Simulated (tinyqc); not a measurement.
From one set of inputs to another, one input at a time: speciation in dilute and buffered hydrofluoric acid, oxide etch rate and bath loading. Computed by tinyqc, a small Python program. Command: `OMP_NUM_THREADS=1 python tinyqc.py 3121313 3121314 out.jsonl hfetch ladder`. One thread of a shared host (Intel(R) Xeon(R) Processor @ 2.30GHz), about 0.01 s of CPU time with the checks.

Concentrations stand for activities, NH4+ and Cl- are spectators, and water ionisation is neglected. H, F and HF2 denote the ions H+, F- and HF2-. The base temperature is 298 K.

The inputs printed are set A. Inputs not listed in the table keep their values of set A, so the rows need not describe a real material.

Inputs (values chosen for the exercise, of the order of those for thermal oxide at room temperature):
```
quantity                           value            unit
HF added                            0.14           mol/L
NH4F added                         0.055           mol/L
HCl added                              0           mol/L
K1 = [H][F]/[HF]                 0.00062           mol/L
K2 = [HF2]/([HF][F])                4.29           L/mol
K3 = [H2F2]/[HF]^2                     0           L/mol
rate constant of neutral HF k_a      8.8  nm L/(min mol)
rate constant of HF2 k_b              65  nm L/(min mol)
activation energy                   0.45              eV
temperature error                    2.5               K
oxide removed per wafer              1.3              nm
```

Constants: k_B = 8.617333262e-05 eV/K.

Method:
- Fluoride balance: [HF] + [F] + 2 [HF2] + 2 [H2F2] = HF added + NH4F added. Acid balance: [H] + [HF] + [HF2] + 2 [H2F2] = HF added + HCl added. For a trial [H], [HF] = [H][F]/K1, and the fluoride balance is a quadratic in [F].
- The root is refined to 1e-13 in pH = -log10 [H].
- Rate = k_a ([HF] + 2 [H2F2]) + k_b [HF2], an empirical two-term form.
- Time = oxide/rate; a temperature error changes the rate by exp((E_a/k_B)(1/298 - 1/(298 + error))) - 1.

Each row keeps all changes above it:
```
input moved                                          from        to      pH  etch rate (nm/min)  share of HF2 in the rate (%)
set A                                                   -         -  2.7093              2.2955                        54.450
NH4F added (mol/L)                                  0.055         0  1.9615              1.3505                        18.382
rate constant of HF2 k_b (nm L/(min mol))              65        47  1.9615              1.2817                        14.004
HF added (mol/L)                                     0.14     0.038  2.3187              0.3147                         8.800
K2 = [HF2]/([HF][F]) (L/mol)                         4.29      3.69  2.3217              0.3121                         7.736
rate constant of neutral HF k_a (nm L/(min mol))      8.8        14  2.3217              0.4822                         5.006
K1 = [H][F]/[HF] (mol/L)                          0.00062  0.000658  2.3098              0.4808                         5.140
```

pH goes from 2.71 to 2.31, a factor 0.853 in all. The largest single move comes from NH4F added (a factor 0.724), and HF added works against it (a factor 1.18). Etch rate goes from 2.30 to 0.481, a factor 0.209 in all. The largest single move comes from HF added (a factor 0.245), and rate constant of neutral HF k_a works against it (a factor 1.55). Share of HF2 in the rate goes from 54.4 to 5.14, a factor 0.0944 in all. The largest single move comes from NH4F added (a factor 0.338). The single moves hold for this order of the switches; the total does not depend on the order.

Extremes, crossings and ranges named in words are read from the listed rows.
